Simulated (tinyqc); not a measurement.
## A and C from the efficiency peak

Problem. ABC model of an LED: J = q da (A n + Ba n^2 + Ca n^3), IQE = Ba n^2/(A n + Ba n^2 + Ca n^3), differential lifetime 1/(A + 2 Ba n + 3 Ca n^2). The peak lies at n = sqrt(A/Ca). Given Ba, find n at the peak, A and Ca.

Inputs (values chosen for the exercise):

| symbol | value | unit | meaning |
|---|---|---|---|
| Ba | 1.2e-11 | cm^3/s | radiative coefficient of the active layer |
| da | 26 | nm | thickness of the active layer |

Constants: q = 1.602176634e-19 C. Results are converted to the units shown.

peak IQE = 89.252568 %
J at the peak = 8.6907806 A/cm^2

Solution. IQE J = q da Ba n^2 gives n. At the peak A n = Ca n^3, each being half of the non-radiative rate Ba n^2 (1/IQE - 1).

n at the peak = 1.246e18 cm^-3
A = 9.000e5 1/s
Ca = 5.800e-31 cm^6/s

Program tinyqc, `OMP_NUM_THREADS=1 python tinyqc.py 2300107 2300108 out.jsonl`; Intel Xeon 2.30GHz, shared host, one thread, about 0.01 s.
